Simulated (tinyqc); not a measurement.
Thin film between two gates, subbands and threshold shift from confinement: one step of the calculation.

Undoped body with a flat potential across it, hard walls, transport along x. One isotropic valley (g = 1, mx = my = mz = me). Non-parabolicity enters the subband edges through E (1 + al E) = gamma, so E = 2 gamma/(1 + sqrt(1 + 4 al gamma)); motion within a subband is taken as parabolic with the band-edge mass. Energies are counted from the bulk band edge.

Task. Threshold shift. Each subband has N_k = g sqrt(mx my) m0 kB T/(pi hbar^2); without degeneracy n = exp(EF/Vt) sum N_k exp(-E_k/Vt). Classical value Nc times t, Nc = sum over valleys of 2 g (m m0 kB T/(2 pi hbar^2))^1.5 with m = (mx my mz)^(1/3). Threshold shift dVT = Vt ln(classical value/sum N_k exp(-E_k/Vt)). Use the subbands listed.

Values chosen for this exercise; masses close to those of InAs:
```
symbol,value,unit,meaning
T,300,K,temperature
me,0.0229,m0,mass at the band edge
t,10.1,nm,film thickness (along z)
```

Constants: q = 1.602176634e-19 C, kB = 1.380649e-23 J/K, hbar = 1.054571817e-34 J s, m0 = 9.1093837015e-31 kg, Vt = kB T/q. Results are converted to the units shown.

```
subband    E_k (eV)   N_k (cm^-2)
1        0.11651818  2.4730154e11
2        0.32783356  2.4730154e11
3        0.55769416  2.4730154e11
4        0.79320789  2.4730154e11
5         1.0311143  2.4730154e11
```

Wanted: shares; sum N_k exp(-E_k/Vt); Nc; classical value; dVT.

Result.

shares, subband 1 to 5 (%): 99.97  0.03  0.00  0.00  0.00
sum N_k exp(-E_k/Vt) = 2.729e9 cm^-2
Nc = 8.696e16 cm^-3
classical value = 8.783e10 cm^-2
dVT = 89.75 mV

Range of the model: Non-parabolicity also makes carriers heavier within each subband, which is left out, so densities of states are understated at high energy.

Program tinyqc, `OMP_NUM_THREADS=1 python tinyqc.py 2350078 2350079 out.jsonl`; Intel Xeon 2.30GHz, shared host, one thread, about 0.02 s.
